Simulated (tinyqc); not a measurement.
Inside a calculation. Method: MP2 on RHF in the sto-3g basis, for H6, spin multiplicity 1. One step of it, computed by the program tinyqc.

Problem. Second-order Moller-Plesset energy. E2 = sum_ijab (ia|jb) [2 (ia|jb) - (ib|ja)] / (e_i + e_j - e_a - e_b) over occupied i, j and virtual a, b; the opposite-spin part is (ia|jb)^2 / denominator, the rest is same-spin, and SCS-MP2 scales them by 6/5 and 1/3.

orbital energies (hartree): MO1 -0.701196, MO2 -0.600716, MO3 -0.469285, MO4 0.454148, MO5 0.783513, MO6 1.202813

Two-electron integrals over orbitals (pq|rs), unique and non-zero (hartree):
```
p,q,r,s,(pq|rs)
1,1,1,1,0.427022
2,1,2,1,0.130626
2,2,1,1,0.338969
2,2,2,2,0.403652
3,1,1,1,0.083737
3,1,2,2,-0.058243
3,1,3,1,0.133171
3,2,2,1,-0.129150
3,2,3,2,0.147626
3,3,1,1,0.402813
3,3,2,2,0.357574
3,3,3,1,0.047896
3,3,3,3,0.404415
4,1,2,1,0.034894
4,1,3,2,0.002008
4,1,4,1,0.079371
4,2,1,1,0.054975
4,2,2,2,-0.003392
4,2,3,1,0.048719
4,2,3,3,0.016651
4,2,4,2,0.068551
4,3,2,1,0.059606
4,3,3,2,-0.059397
4,3,4,1,0.014909
4,3,4,3,0.072005
4,4,1,1,0.399300
4,4,2,2,0.356567
4,4,3,1,0.042015
4,4,3,3,0.390360
4,4,4,2,0.025792
4,4,4,4,0.405340
5,1,1,1,0.008504
5,1,2,2,0.026220
5,1,3,1,-0.022180
5,1,3,3,-0.008741
5,1,4,2,0.038679
5,1,4,4,0.002169
5,1,5,1,0.047065
5,2,2,1,0.020526
5,2,3,2,0.004299
5,2,4,1,0.054993
5,2,4,3,-0.037073
5,2,5,2,0.086361
5,3,1,1,-0.064851
5,3,2,2,-0.003429
5,3,3,1,-0.054012
5,3,3,3,-0.032887
5,3,4,2,-0.064888
5,3,4,4,-0.027401
5,3,5,1,-0.032829
5,3,5,3,0.070202
5,4,2,1,0.129618
5,4,3,2,-0.140929
5,4,4,1,0.007978
5,4,4,3,0.061007
5,4,5,2,-0.001186
5,4,5,4,0.152463
5,5,1,1,0.354733
5,5,2,2,0.406551
5,5,3,1,-0.046176
5,5,3,3,0.369732
5,5,4,2,0.002560
5,5,4,4,0.379239
5,5,5,1,0.026721
5,5,5,3,-0.007271
5,5,5,5,0.432320
6,1,2,1,0.002011
6,1,3,2,0.012704
6,1,4,1,0.028708
6,1,4,3,0.049236
6,1,5,2,-0.029481
6,1,5,4,-0.009392
6,1,6,1,0.064807
6,2,1,1,-0.015561
6,2,2,2,-0.032477
6,2,3,1,0.019384
6,2,3,3,-0.004150
6,2,4,2,-0.035044
6,2,4,4,-0.002353
6,2,5,1,-0.042588
6,2,5,3,0.036885
6,2,5,5,-0.031694
6,2,6,2,0.044797
6,3,2,1,0.039801
6,3,3,2,-0.007965
6,3,4,1,0.076025
6,3,4,3,0.018431
6,3,5,2,0.054636
6,3,5,4,0.007982
6,3,6,1,0.029042
6,3,6,3,0.082349
6,4,1,1,0.085363
6,4,2,2,-0.049550
6,4,3,1,0.126192
6,4,3,3,0.049315
6,4,4,2,0.050528
6,4,4,4,0.047571
6,4,5,1,-0.018624
6,4,5,3,-0.054172
6,4,5,5,-0.049210
6,4,6,2,0.018203
6,4,6,4,0.135634
6,5,2,1,-0.132214
6,5,3,2,0.132243
6,5,4,1,-0.036191
6,5,4,3,-0.062796
6,5,5,2,-0.021638
6,5,5,4,-0.139072
6,5,6,1,-0.003392
6,5,6,3,-0.044608
6,5,6,5,0.148338
6,6,1,1,0.457822
6,6,2,2,0.361761
6,6,3,1,0.092885
6,6,3,3,0.434448
6,6,4,2,0.062236
6,6,4,4,0.438770
6,6,5,1,0.009832
6,6,5,3,-0.074811
6,6,5,5,0.389794
6,6,6,2,-0.018498
6,6,6,4,0.101775
6,6,6,6,0.519795
```

Hartree-Fock energy = -3.29847692 hartree

Give: Terms; Pair energies; MP2 correlation energy; SCS-MP2 correlation energy; MP2 total energy.

Solution.

Terms (the 40 largest of 41):
```
i,j,a,b,(ia|jb),(ib|ja),denominator,term
3,3,4,4,0.0720,0.0720,-1.8469,-0.0028
3,1,6,4,0.0760,0.0492,-2.8274,-0.0028
1,3,4,6,0.0760,0.0492,-2.8274,-0.0028
1,1,4,4,0.0794,0.0794,-2.3107,-0.0027
2,2,5,5,0.0864,0.0864,-2.7685,-0.0027
3,2,5,4,-0.0649,-0.0371,-2.3077,-0.0026
2,3,4,5,-0.0649,-0.0371,-2.3077,-0.0026
2,2,4,4,0.0686,0.0686,-2.1097,-0.0022
3,3,6,6,0.0823,0.0823,-3.3442,-0.0020
3,3,5,5,0.0702,0.0702,-2.5056,-0.0020
1,2,4,5,0.0550,0.0387,-2.5396,-0.0015
2,1,5,4,0.0550,0.0387,-2.5396,-0.0015
3,2,6,5,0.0546,0.0369,-3.0563,-0.0013
2,3,5,6,0.0546,0.0369,-3.0563,-0.0013
1,1,6,6,0.0648,0.0648,-3.8080,-0.0011
1,1,5,5,0.0471,0.0471,-2.9694,-0.0007
2,1,6,5,-0.0426,-0.0295,-3.2882,-0.0007
1,2,5,6,-0.0426,-0.0295,-3.2882,-0.0007
2,2,6,6,0.0448,0.0448,-3.6071,-0.0006
2,2,4,6,-0.0350,-0.0350,-2.8584,-4.30e-04
2,2,6,4,-0.0350,-0.0350,-2.8584,-4.30e-04
3,1,5,5,-0.0328,-0.0328,-2.7375,-3.94e-04
1,3,5,5,-0.0328,-0.0328,-2.7375,-3.94e-04
1,3,6,4,0.0492,0.0760,-2.8274,-3.91e-04
3,1,4,6,0.0492,0.0760,-2.8274,-3.91e-04
2,1,4,5,0.0387,0.0550,-2.5396,-3.41e-04
1,2,5,4,0.0387,0.0550,-2.5396,-3.41e-04
1,1,4,6,0.0287,0.0287,-3.0594,-2.69e-04
1,1,6,4,0.0287,0.0287,-3.0594,-2.69e-04
1,3,6,6,0.0290,0.0290,-3.5761,-2.36e-04
3,1,6,6,0.0290,0.0290,-3.5761,-2.36e-04
3,2,5,6,0.0369,0.0546,-3.0563,-2.31e-04
2,3,6,5,0.0369,0.0546,-3.0563,-2.31e-04
3,2,4,5,-0.0371,-0.0649,-2.3077,-1.49e-04
2,3,5,4,-0.0371,-0.0649,-2.3077,-1.49e-04
1,2,6,5,-0.0295,-0.0426,-3.2882,-1.47e-04
2,1,5,6,-0.0295,-0.0426,-3.2882,-1.47e-04
3,3,4,6,0.0184,0.0184,-2.5955,-1.31e-04
3,3,6,4,0.0184,0.0184,-2.5955,-1.31e-04
1,3,4,4,0.0149,0.0149,-2.0788,-1.07e-04
```

Pair energies (hartree; pair i-j sums ij and ji):
```
pair,opposite spin,same spin
1-1,-0.0051,0
2-1,-0.0052,-3.14e-04
2-2,-0.0063,0
3-1,-0.0073,-0.0005
3-2,-0.0077,-0.0009
3-3,-0.0071,0
```

MP2 correlation energy = -0.040365 hartree

SCS-MP2 correlation energy = -0.046966 hartree

MP2 total energy = -3.338842 hartree
